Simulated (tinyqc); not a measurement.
Molecular dynamics of a small cluster by velocity Verlet steps: one step, computed by the program tinyqc. Command: `OMP_NUM_THREADS=1 python tinyqc.py 3012219 3012220 out.jsonl verlet walk`. One thread of a shared host (Intel(R) Xeon(R) Processor @ 2.30GHz), about 0.08 s of CPU time with the checks.

E = sum_(i<j) phi(r_ij), phi(r) = eps [exp(-2 alpha (r - r0)) - 2 exp(-alpha (r - r0))]; the force on i is -sum_j phi'(r_ij) (R_i - R_j)/r_ij.

Problem. Step 1. Velocity Verlet: a = c F/M with c = 9.648533212e-3 angstrom/fs^2 per eV/(angstrom u); R(new) = R + v dt + a dt^2/2; v(new) = v + (a + a(new)) dt/2. Kinetic energy K = M v^2/(2c); temperature T = 2K/((3N - 3) k_B), rotation of the cluster included.

Inputs (values chosen for the exercise, for model atoms):

| quantity | value | unit |
|---|---|---|
| length r0 | 3.16 | angstrom |
| well depth eps | 0.65 | eV |
| stiffness alpha | 1.72 | 1/angstrom |
| atomic mass M | 96.9 | u |
| time step dt | 3.8 | fs |

Potential: Morse. Thermostat: none.

starting positions (angstrom):
```
            x      y     z
atom 1  -0.02  -0.01  0.05
atom 2    3.1  -0.04  0.06
atom 3   1.55   2.76  0.02
atom 4   1.62   0.89  2.61
```

starting velocities (angstrom/fs):
```
               x         y         z
atom 1   0.00058   0.00173   0.00271
atom 2   0.00034  -0.00057   -0.0011
atom 3   0.00103  -0.00121   0.00133
atom 4  -0.00195     5e-05  -0.00293
```

Constants: 1 eV/(angstrom u) = 9.648533212e-03 angstrom/fs^2; k_B = 8.617333262e-05 eV/K.

Give: positions after step 1; new forces; velocities after step 1; total energy.

Solution.

positions after step 1 (angstrom):
```
             x       y      z
atom 1  -0.018  -0.003  0.060
atom 2   3.101  -0.042  0.056
atom 3   1.554   2.755  0.025
atom 4   1.612   0.890  2.599
```

new forces (eV/angstrom):
```
              x        y        z
atom 1  -0.1724   0.0357  -0.0433
atom 2   0.2623   0.0156  -0.2619
atom 3   0.0362  -0.2027   0.0581
atom 4  -0.1262   0.1514   0.2471
```

velocities after step 1 (angstrom/fs):
```
                x          y          z
atom 1   0.000527   0.001754   0.002708
atom 2   0.000437  -0.000562  -0.001199
atom 3   0.001042  -0.001300   0.001360
atom 4  -0.002007   0.000108  -0.002859
```

total energy = -3.734 eV
